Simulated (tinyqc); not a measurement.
Surface photovoltage measurement of the minority-carrier diffusion length in a wafer: one step, computed by the program tinyqc. Command: `OMP_NUM_THREADS=1 python tinyqc.py 3130321 3130322 out.jsonl spv walk`. One thread of a shared host (Intel(R) Xeon(R) Processor @ 2.30GHz), about 0.01 s of CPU time with the checks.

Low injection, steady light, a depletion layer much thinner than 1/alpha and L. The excess density dn is taken at the front edge of the neutral region; light that reaches the back is lost.

Question. The linear plot. alpha = (84.732/lambda - 76.417)^2 per cm with lambda in micrometre (an empirical fit for silicon between 0.7 and 1.05 micrometre). Thick wafer: dn = Phi L/((S_f + D/L)(L + 1/alpha)). Finite wafer, with s = S_b L/D, w = W/L, a = alpha L: dn = [Phi a/(a^2 - 1)] [a - B - exp(-alpha W)(a - s)/(cosh w + s sinh w)]/(S_f + B D/L), B = (sinh w + s cosh w)/(cosh w + s sinh w). Readings y = (Phi/dn) (1 + noise x g) at 780, 830, 880, 920, 950, 975 and 995 nm; a least-squares line y = c (1/alpha + L_app) gives L_app = intercept/slope.

Inputs (values chosen for the exercise, modelled on p-type silicon at room temperature):
```
quantity,value,unit
diffusion length L,17,micrometre
wafer thickness W,525,micrometre
diffusivity D,30.5,cm^2/s
front recombination velocity S_f,180,cm/s
back recombination velocity S_b,2900,cm/s
photon flux entering,3e+13,1/(cm^2 s)
relative noise of each reading,1,%
```

normal deviates g for the noise: [0.95, -0.80, 2.15, -0.89, 0.74, 0.43, 1.68]

Give: the table «Readings» with the columns 1/alpha (micrometre), y (cm/s), line (cm/s), for lambda (nm) = 780, 830, 880, 920, 950, 975, 995; slope; apparent length L_app; error of L_app (rounded to 0.001).

Answer.

Readings:
```
lambda (nm),1/alpha (micrometre),y (cm/s),line (cm/s)
780,9.6,2.866e+04,2.822e+04
830,15.2,3.402e+04,3.422e+04
880,25.3,4.609e+04,4.523e+04
920,40.7,6.091e+04,6.183e+04
950,61.3,8.406e+04,8.418e+04
975,90.9,1.155e+05,1.163e+05
995,130.9,1.603e+05,1.596e+05
```

slope = 1083 cm/(s micrometre)

apparent length L_app = 16.41 micrometre

error of L_app (rounded to 0.001) = -3.465 %

At W/L = 30.9 the finite thickness shifts L_app by less than 0.05 %. S_f scales all readings alike and leaves L_app unchanged.
